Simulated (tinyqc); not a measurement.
From results back to parameters: band folding and unfolding in a supercell of a chain. Three cases, with inputs chosen for the exercise.

Problem. A chain with hopping -t and site energies alternating +V, -V has E = -/+ sqrt(V^2 + 4 t^2 cos^2(ka)); the lower state has weight (1 + 2t cos(ka)/|E|)/2 on k and the rest on k + pi/a. The gap at ka = pi/2 and the full spread at k = 0 come from hidden t and V.

Find: V, t; weight of the lowest state on k = 0.

Method. The gap is 2V and the spread 2 sqrt(V^2 + 4t^2).

Case 1.

values (eV): gap 0.38000, spread at k = 0 4.17732

Solution.

V, t (eV): 0.190  1.040

weight of the lowest state on k = 0 = 0.9979

Case 2.

values (eV): gap 1.10000, spread at k = 0 8.07527

Solution.

V, t (eV): 0.550  2.000

weight of the lowest state on k = 0 = 0.9953

Case 3.

values (eV): gap 0.36000, spread at k = 0 4.01617

Solution.

V, t (eV): 0.180  1.000

weight of the lowest state on k = 0 = 0.9980

Computed by tinyqc, one run a case: `OMP_NUM_THREADS=1 python tinyqc.py N N+1 out.jsonl` with N = 1480435, 1480449, 1480701; one thread of a shared Intel(R) Xeon(R) Processor @ 2.30GHz, about 0.01 s a run at most.
